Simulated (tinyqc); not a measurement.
Two-band k.p model of the Delta valleys near the X point under shear strain: one step. Position, depth and masses of the minimum. Five cases, with inputs chosen for the exercise.

Problem. For |eta| < 1: k_min = k0 sqrt(1 - eta^2), E_min = -Delta eta^2/2, ml(eta) = ml/(1 - eta^2), 1/m[110] = 1/mt + eta/Mp, 1/m[1-10] = 1/mt - eta/Mp. For |eta| > 1 the minimum sits at X: E_min = -Delta (2 |eta| - 1)/2, ml(eta) = ml/(1 - 1/|eta|), and eta is replaced by its sign in the transverse masses.

Case 1.

Values chosen (out of a larger set: near those of Si; not measured data): ml = 0.919 m0 (longitudinal mass); mt = 0.201 m0 (transverse mass); Mp = 0.243 m0 (coupling mass).

k0 = 0.1809446 1/angstrom
Delta = 0.2714743 eV
eta = 0.092163

Case 2.

Values chosen (out of a larger set: near those of Si; not measured data): ml = 0.909 m0 (longitudinal mass); mt = 0.198 m0 (transverse mass); Mp = 0.243 m0 (coupling mass).

k0 = 0.1680926 1/angstrom
Delta = 0.2368570 eV
eta = -1.416044

Case 3.

Values chosen (out of a larger set: near those of Si; not measured data): ml = 0.907 m0 (longitudinal mass); mt = 0.2 m0 (transverse mass); Mp = 0.227 m0 (coupling mass).

k0 = 0.1794534 1/angstrom
Delta = 0.2705510 eV
eta = 0.083385

Case 4.

Values chosen (out of a larger set: near those of Si; not measured data): ml = 0.943 m0 (longitudinal mass); mt = 0.192 m0 (transverse mass); Mp = 0.242 m0 (coupling mass).

k0 = 0.1676287 1/angstrom
Delta = 0.2270586 eV
eta = -0.221969

Case 5.

Values chosen (out of a larger set: near those of Si; not measured data): ml = 0.898 m0 (longitudinal mass); mt = 0.198 m0 (transverse mass); Mp = 0.246 m0 (coupling mass).

k0 = 0.1768446 1/angstrom
Delta = 0.2653752 eV
eta = 0.063194

Give: k_min; E_min; ml(eta); masses along [110] and [1-10].

Solution.

Case 1.

k_min = 0.1802 1/angstrom
E_min = -1.15 meV
ml(eta) = 0.927 m0

masses along [110] and [1-10] (m0): 0.1868  0.2176

The minimum has moved 0.4 % of the way to X; electrons are lighter along [110] (-7.1 % against mt) and heavier across (+8.3 %).

Case 2.

k_min = 0.0000 1/angstrom
E_min = -216.97 meV
ml(eta) = 3.094 m0

masses along [110] and [1-10] (m0): 1.0692  0.1091

The two valleys have merged at X; electrons are lighter along [1-10] (-44.9 % against mt) and heavier across (+440.0 %).

Case 3.

k_min = 0.1788 1/angstrom
E_min = -0.94 meV
ml(eta) = 0.913 m0

masses along [110] and [1-10] (m0): 0.1863  0.2159

The minimum has moved 0.3 % of the way to X; electrons are lighter along [110] (-6.8 % against mt) and heavier across (+7.9 %).

Case 4.

k_min = 0.1634 1/angstrom
E_min = -5.59 meV
ml(eta) = 0.992 m0

masses along [110] and [1-10] (m0): 0.2330  0.1633

The minimum has moved 2.5 % of the way to X; electrons are lighter along [1-10] (-15.0 % against mt) and heavier across (+21.4 %).

Case 5.

k_min = 0.1765 1/angstrom
E_min = -0.53 meV
ml(eta) = 0.902 m0

masses along [110] and [1-10] (m0): 0.1884  0.2086

The minimum has moved 0.2 % of the way to X; electrons are lighter along [110] (-4.8 % against mt) and heavier across (+5.4 %).

Computed by tinyqc, one run a case: `OMP_NUM_THREADS=1 python tinyqc.py N N+1 out.jsonl` with N = 1080453, 1080523, 1080558, 1080579, 1080605; one thread of a shared Intel(R) Xeon(R) Processor @ 2.30GHz, about 0.01 s a run at most.
